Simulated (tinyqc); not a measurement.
Stretching all distances: RHF, UHF, MP2, CISD and CCSD against full CI in the sto-6g basis, for BeH2, spin multiplicity 1. Computed by the program tinyqc with PySCF. Command: `OMP_NUM_THREADS=1 python tinyqc.py 115190 115191 out.jsonl`; one thread of a shared host (Intel(R) Xeon(R) Processor @ 2.60GHz), about 20 s.

Geometry (angstrom):

| atom | x | y | z |
|---|---|---|---|
| Be | 0.0000 | 0.0000 | 0.0000 |
| H | 0.0000 | 1.3030 | 0.0730 |
| H | 0.0000 | -1.3680 | 0.0770 |

All coordinates are multiplied by the scale. c0^2 is the weight of the RHF determinant in the lowest singlet FCI state (UHF is spin-contaminated and may lie near states of higher spin) and n(LUMO) the first natural occupation beyond the occupied space.

Full CI energy (hartree) and errors against it (kcal/mol):

| scale | distance 1-2 (angstrom) | E(FCI) | RHF | UHF | MP2 | CISD | CCSD | <S^2> UHF | c0^2 | n(LUMO) |
|---|---|---|---|---|---|---|---|---|---|---|
| 0.870 | 1.135 | -15.73937 | 18.357 | 18.357 | 5.729 | 0.326 | 0.184 | 0.000 | 0.979 | 0.019 |
| 1.100 | 1.436 | -15.74360 | 26.658 | 26.658 | 9.570 | 0.713 | 0.337 | 0.000 | 0.962 | 0.042 |
| 1.340 | 1.749 | -15.66575 | 42.465 | 42.465 | 17.509 | 2.081 | 0.878 | 0.000 | 0.918 | 0.101 |
| 1.570 | 2.049 | -15.58313 | 67.020 | 48.283 | 30.723 | 5.862 | 2.453 | 0.869 | 0.824 | 0.234 |
| 1.800 | 2.349 | -15.52440 | 104.041 | 34.504 | 51.764 | 13.632 | 5.047 | 1.244 | 0.630 | 0.520 |

UHF parts from RHF first at scale 1.57 of those listed, where <S^2> leaves zero. The weight c0^2 goes from 0.98 to 0.63 and n(LUMO) from 0.02 to 0.52: static correlation grows as the bonds break into open-shell fragments. The spread of the error along the curve, which distorts its shape, is CCSD 4.9, CISD 13.3, UHF 29.9, MP2 46.0, RHF 85.7 kcal/mol. The table stops here: at scale 2.03 and beyond, the reference weight falls under 0.45 or RHF, UHF or CCSD hop between solutions, so those rows were left out and the spreads given cover only the rows shown. As computed, partly on other solutions, the errors there reach in size RHF 229, UHF 31, MP2 82, CISD 22, CCSD 3 kcal/mol.
